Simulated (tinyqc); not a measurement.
Molecular dynamics of a small cluster by velocity Verlet steps: one step, computed by the program tinyqc. Command: `OMP_NUM_THREADS=1 python tinyqc.py 3030759 3030760 out.jsonl verlet walk`. One thread of a shared host (Intel(R) Xeon(R) Processor @ 2.30GHz), about 0.07 s of CPU time with the checks.

E = sum_(i<j) phi(r_ij), phi(r) = eps [exp(-2 alpha (r - r0)) - 2 exp(-alpha (r - r0))]; the force on i is -sum_j phi'(r_ij) (R_i - R_j)/r_ij.

Task: State at the start. Velocity Verlet: a = c F/M with c = 9.648533212e-3 angstrom/fs^2 per eV/(angstrom u); R(new) = R + v dt + a dt^2/2; v(new) = v + (a + a(new)) dt/2. Kinetic energy K = M v^2/(2c); temperature T = 2K/((3N - 3) k_B), rotation of the cluster included. After each step v is scaled by sqrt(1 + (dt/tau)(T0/T - 1)).

Inputs (values chosen for the exercise, for model atoms):
```
quantity               value        unit
length r0               2.38    angstrom
well depth eps          0.27          eV
stiffness alpha         2.34  1/angstrom
atomic mass M            187           u
time step dt              11          fs
target temperature T0    100           K
coupling time tau        500          fs
```

Potential: Morse. Thermostat: Berendsen.

starting positions (angstrom):
```
            x     y      z
atom 1  -0.04  0.03   0.01
atom 2   2.42     0   0.01
atom 3   1.22  2.04   0.03
atom 4   1.18  0.65   1.92
atom 5   1.17  0.66  -1.96
```

starting velocities (angstrom/fs):
```
               x         y         z
atom 1   0.00046  -0.00043   0.00029
atom 2  -0.00045   0.00129  -0.00058
atom 3   0.00106  -0.00149   0.00039
atom 4  -0.00093   0.00019   0.00066
atom 5  -0.00015   0.00044  -0.00077
```

Constants: 1 eV/(angstrom u) = 9.648533212e-03 angstrom/fs^2; k_B = 8.617333262e-05 eV/K.

Give: forces; potential energy; kinetic energy; temperature.

Result:

forces (eV/angstrom):
```
               x         y         z
atom 1   0.13792  -0.03626  -0.11859
atom 2  -0.19767  -0.01217  -0.12154
atom 3  -0.00863   0.05957  -0.17781
atom 4   0.03072  -0.02969   0.16385
atom 5   0.03766   0.01856   0.25410
```

potential energy = -2.4288 eV

kinetic energy = 0.080674 eV

temperature = 156.03 K
